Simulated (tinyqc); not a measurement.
Planar metal-insulator-metal capacitor: capacitance, non-linearity, leakage and relaxation: one step of the calculation.

A film between two metal electrodes, each interface adding a series capacitance ci. The small-signal permittivity is ek (1 + aq E^2); the field is found with the linear permittivity. Leakage J = J0 sinh(E/Ef). After a voltage step the film passes a relaxation current kr C V tt^(-nr), tt being the time in seconds.

Task. Planar capacitance, field and non-linearity. Planar film: Cf = eps0 ek/t, 1/C = 1/Cf + 2/ci, EOT = 3.9 eps0/C, effective permittivity C t/eps0, E = (V/t) C/Cf; quadratic coefficient [C(V)/C - 1]/V^2 with Cf (1 + aq E^2) in C(V).

Parameters, values chosen for the exercise; permittivity of the order of that of aluminium oxide:
```
symbol    value       unit                                                             meaning
ek         9.85                                              relative permittivity of the film
t           7.1         nm                                                      film thickness
ci         1000    uF/cm^2  capacitance of each electrode interface (dead layer and screening)
aq       0.0016  cm^2/MV^2                     quadratic field coefficient of the permittivity
V           2.5          V                                                                bias
J0      1.9e-10     A/cm^2                                                   leakage prefactor
Ef         0.46      MV/cm                             field for an e-fold rise of the leakage
```

Constants: eps0 = 8.8541878128e-14 F/cm where lengths are in cm. Results are converted to the units shown.

Find: Cf; C; EOT; effective permittivity; E; quadratic coefficient; J.

Result.

Cf = 1.228 uF/cm^2
C = 1.225 uF/cm^2
EOT = 2.818 nm
effective permittivity = 9.826
E = 3.512 MV/cm
quadratic coefficient = 3151 ppm/V^2
J = 1.968e-7 A/cm^2

The interfaces take 0.245 % of the voltage.

Program tinyqc, `OMP_NUM_THREADS=1 python tinyqc.py 2102183 2102184 out.jsonl`; Intel Xeon 2.30GHz, shared host, one thread, about 0.01 s.
